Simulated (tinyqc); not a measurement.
Local against global planarity over time: chemical-mechanical planarisation: Preston law, pattern density and step-height reduction. Computed by tinyqc, a small Python program. Command: `OMP_NUM_THREADS=1 python tinyqc.py 3001570 3001571 out.jsonl cmp walk`. One thread of a shared host (Intel(R) Xeon(R) Processor @ 2.30GHz), about 0.01 s of CPU time with the checks.

A row of 10 cells, repeated periodically, holds raised features that cover a share rho of each cell.

Inputs (values chosen for the exercise, close to those used for copper polishing): Preston coefficient K = 1.5e-13 1/Pa; pressure P = 27 kPa; platen and carrier speed = 60 rpm; distance between the centres = 18 cm; initial step height h0 = 230 nm; contact height h_c = 73 nm; film above the raised areas z0 = 530 nm; cell size = 1.3 mm; planarisation length = 2.1 mm.

local pattern densities, cell by cell: [0.25, 0.4, 0.7, 0.8, 0.3, 0.5, 0.6, 0.9, 0.25, 0.25]

Method:
- With equal rotation speeds the relative speed is uniform, v = omega r_c; Preston rate R0 = K P v.
- The stiff pad averages the density: rho_eff(i) = sum_j w_ij rho_j / sum_j w_ij, w = exp(-2 d^2/L^2), L the planarisation length and d the distance between cell centres, summed over all periodic images of cell j.
- While h > h_c only raised areas polish, at R0/rho_eff, until t_c = rho_eff (h0 - h_c)/R0. After that h = h_c exp(-(t - t_c)/tau), tau = rho_eff h_c/R0; low areas polish at R0 (1 - h/h_c) and raised areas at R0 [1 + (1 - rho_eff) h/(rho_eff h_c)]. Removed from raised areas after t_c: h0 - h_c + R0 (t - t_c) + (1 - rho_eff)(h_c - h); from low areas: R0 (t - t_c) - rho_eff (h_c - h). Film left = z0 less the removal from raised areas.
- Times are multiples of h0/R0; the range is the largest minus the smallest removal from raised areas.

effective densities: [0.295388, 0.440060, 0.634200, 0.645801, 0.477124, 0.493141, 0.630860, 0.657163, 0.407441, 0.268822]

blanket rate R0 = 4.58044 nm/s

Steps and range (nm):
```
multiple   t (s)  largest step  smallest step  range across the row  mean removal from raised areas
0.10       5.021        195.00         144.44                 50.56                           51.03
0.20      10.043        160.00          60.16                100.18                          101.97
0.30      15.064        125.00          18.63                118.55                          147.67
0.45      22.596         72.51           3.21                111.83                          203.18
0.60      30.128         35.32           0.55                101.02                          247.17
0.80      40.171         13.54           0.05                 93.92                          297.82
1.00      50.213          5.19           0.01                 91.09                          345.34
1.30      65.278          1.23           0.00                 89.74                          414.98
1.70      85.363          0.18           0.00                 89.38                          507.13
```

What does the comparison show, and why?

Local steps shrink to 0.18 nm or less, but the range across the row reaches up to 118.5 nm among these rows and ends at 89.4 nm, against the limit (largest - smallest rho_eff) h0 = 89.3 nm: once flat, all cells polish alike and the difference stays. Evener density (dummy fill), a longer planarisation length or a smaller initial step reduces it. Caution: in the last rows the removal passes z0 somewhere, so they describe a thicker film than the one given.

Extremes, crossings and ranges named in words are read from the listed rows.
